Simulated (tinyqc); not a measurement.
MOSFET in saturation, small-signal circuit and noise: two steps of the calculation.

Bias by the inversion coefficient IC = I/Ispec (charge-based model with velocity saturation; weak inversion below 0.1, strong above 10). Common-source circuit: gm, gds, Cgs, Cgd and Cj at the inner nodes, Rg in series with the gate; quasi-static, no source or drain resistance, no gate-body capacitance, no substrate network, no induced gate noise, so fmax is an upper estimate.

Inputs (values chosen for the exercise): temperature T = 273 K; gate length L = 90 nm; total gate width W = 20 um; gate capacitance Cox = 1.54 uF/cm^2; mobility mu = 430 cm^2/(V s); slope factor n = 1.32; velocity-saturation length Ls = 20 nm; inversion coefficient IC = 1.1; short-channel excess of the noise factor gw = 0.08; oxide trap density Nt = 2.3e17 cm^-3 eV^-1; tunnelling length into the oxide lt = 0.1 nm; Coulomb scattering coefficient ac = 1000 V s/C; signal frequency f = 7 GHz.

Constants: q = 1.602176634e-19 C, kB = 1.380649e-23 J/K, Vt = kB T/q. Results are converted to the units shown.

Task 1. Current gain and unilateral power gain. |h21| = |Y21/Y11|; U = |Y21 - Y12|^2/(4 [Re Y11 Re Y22 - Re Y12 Re Y21]). Extrapolated at 20 dB a decade: f |h21| and f sqrt(U).

Y with Rg (mS):
```
                          1                          2
1  0.004270888+0.913692596i  -0.001151263-0.246295483i
2  4.375205434-0.266751959i   0.118500323+0.515707456i
```

Give: |h21|; U; f |h21|; f sqrt(U).

Result 1.

|h21| = 4.7973
U = 863.82
f |h21| = 33.581 GHz
f sqrt(U) = 205.74 GHz

Task 2. Noise at the gate. Channel noise Sid = 4 kB T gam n gm with gam = (1/2 + (2/3) qs)/(1 + qs) + gw lc IC, qs = [sqrt(1 + 4 IC) - 1]/2, lc = Ls/L (the last term an empirical rise with velocity saturation); at the gate, white noise Sw = Sid/gm^2 + 4 kB T Rg. Number fluctuation with correlated mobility: S(f) = K/f, K = q^2 Vt lt Nt/(W L Cox^2) (1 + ac mu Cox I/gm)^2, Vt in eV with Nt per eV. Corner fc = K/Sw. Full shot noise would be 2 q I.

I = 236.50719 uA
gm = 4.3764523 mS
Rg = 5.1157407 ohm

Wanted: gam; Sid; Sid/(2 q I); sqrt(Sw); K; fc.

Result 2.

gam = 0.5859
Sid = 5.103e-23 A^2/Hz
Sid/(2 q I) = 0.6734
sqrt(Sw) = 1.656 nV/Hz^0.5
K = 3.491e-11 V^2
fc = 12.73 MHz

The gate resistance gives 2.8 % of the white noise power.

Program tinyqc, `OMP_NUM_THREADS=1 python tinyqc.py 2150038 2150039 out.jsonl`; Intel Xeon 2.30GHz, shared host, one thread, about 0.01 s.
